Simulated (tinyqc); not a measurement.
Inversion-layer mobility, back-scattering and ballistic limit of a field-effect transistor: one step, computed by the program tinyqc. Command: `OMP_NUM_THREADS=1 python tinyqc.py 3031359 3031360 out.jsonl mos walk`. One thread of a shared host (Intel(R) Xeon(R) Processor @ 2.30GHz), about 0.01 s of CPU time with the checks.

The charge at the top of the source barrier is fixed by the gate; series resistance and short-channel effects are left out. F_j are Fermi integrals normalised to exp(eta) in the classical limit.

Question. Effective mobility. mu_phonon = mu_ph (E_eff/1 MV/cm)^(-0.3) (T/300 K)^(-1.75); mu_rough = mu_sr (E_eff/1 MV/cm)^(-2); mu_Coulomb = mu_C (N_inv/1e12 cm^-2) (T/300 K); Matthiessen's rule adds 1/mu.

Inputs (values chosen for the exercise, modelled on a germanium p-channel): phonon mobility at 1 MV/cm and 300 K, mu_ph = 230 cm^2/(V s); roughness mobility at 1 MV/cm, mu_sr = 290 cm^2/(V s); Coulomb mobility at N_inv = 1e12/cm^2, mu_C = 450 cm^2/(V s); temperature T = 300 K.

Statistics at the top of the barrier: Fermi-Dirac.

inversion density N_inv = 8.394234e+12 1/cm^2

effective field E_eff = 0.3681544 MV/cm

Give: phonon part; roughness part; Coulomb part; effective mobility mu.

Answer.

phonon part = 310.40 cm^2/(V s)

roughness part = 2139.6 cm^2/(V s)

Coulomb part = 3777.4 cm^2/(V s)

effective mobility mu = 252.92 cm^2/(V s)

The phonon part is the lowest and holds 81 % of 1/mu.
